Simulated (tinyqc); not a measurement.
# One gate, two gates and a surrounding gate

Below threshold the potential that source and drain add obeys Laplace's equation, vanishes on the gates and decays along the channel as exp(-k y). The same ts (depleted depth over a conducting body, body thickness or wire diameter), ti and permittivities in three geometries; k is the smallest positive root of: one gate, f(k) = eps_r sin(k ti) cos(k ts) + ei cos(k ti) sin(k ts); two gates, f(k) = ei cos(k ti) cos(k ts/2) - eps_r sin(k ti) sin(k ts/2); wire, f(k) = ei J0(u)[J1(u) Y0(v) - Y1(u) J0(v)] - eps_r J1(u)[J0(u) Y0(v) - Y0(u) J0(v)], u = k ts/2, v = u + k ti. Parabolic estimates of l: sqrt((eps_r/ei) ts ti); sqrt((eps_r/(2 ei)) ts ti (1 + ei ts/(4 eps_r ti))); sqrt([2 eps_r ts^2 ln(1 + 2 ti/ts) + ei ts^2]/(16 ei)), in the same order.

Parameters, values chosen for the exercise; permittivities: semiconductor made up, insulator close to that of hafnium oxide:

| symbol | value | unit | meaning |
|---|---|---|---|
| eps_r | 11.6 |  | relative permittivity of the semiconductor |
| ei | 21.4 |  | relative permittivity of the insulator |
| ti | 9.6 | nm | insulator thickness |
| ts | 13.6 | nm | body thickness |

Scale lengths (nm):

|  | Lambda = pi/k | l = 1/k | l(parabolic) |
|---|---|---|---|
| one gate over a conducting body | 22.07 | 7.025 | 8.413 |
| two gates | 27.75 | 8.832 | 7.649 |
| wire | 19.21 | 6.114 | 4.753 |

What do the numbers show?

The wire has the shortest scale length, 0.692 times that of the double gate; the single gate over a conducting body has 0.795 times it, its layer ending directly on a conductor where the double gate has a second insulator. The parabolic estimates are 20 % above, 13 % below and 22 % below the exact l, in the order of the rows.

tinyqc, about 0.01 s, one thread, Intel Xeon 2.30GHz (shared host): `OMP_NUM_THREADS=1 python tinyqc.py 2420044 2420045 out.jsonl`
